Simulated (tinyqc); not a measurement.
Inside a calculation. Method: CCSD on RHF in the sto-6g basis, for H2, spin multiplicity 1. One step of it, computed by the program tinyqc.

Problem. Iteration 2 (converged): orbitals. Diagonalise F' = X^T F X, C = X C', fill 1 alpha and 1 beta electrons from the bottom; D = 2 C_occ C_occ^T. Each column has its largest component positive (the first on a tie).

converged F (hartree):
```
           1H 1s      2H 1s
1H 1s  -0.259101  -0.487819
2H 1s  -0.487819  -0.259101
```

X:
```
           1H 1s      2H 1s
1H 1s   1.120679  -0.306663
2H 1s  -0.306663   1.120679
```

Give: F' = X^T F X; orbital energies; coefficients C; D after iteration 2.

Solution.

F' = X^T F X (hartree):
```
        1       2
1  -0.014  -0.480
2  -0.480  -0.014
```

orbital energies (hartree): MO1 -0.495, MO2 0.466

coefficients C:
```
         MO1     MO2
1H 1s  0.576   1.009
2H 1s  0.576  -1.009
```

D after iteration 2:
```
       1H 1s  2H 1s
1H 1s  0.663  0.663
2H 1s  0.663  0.663
```
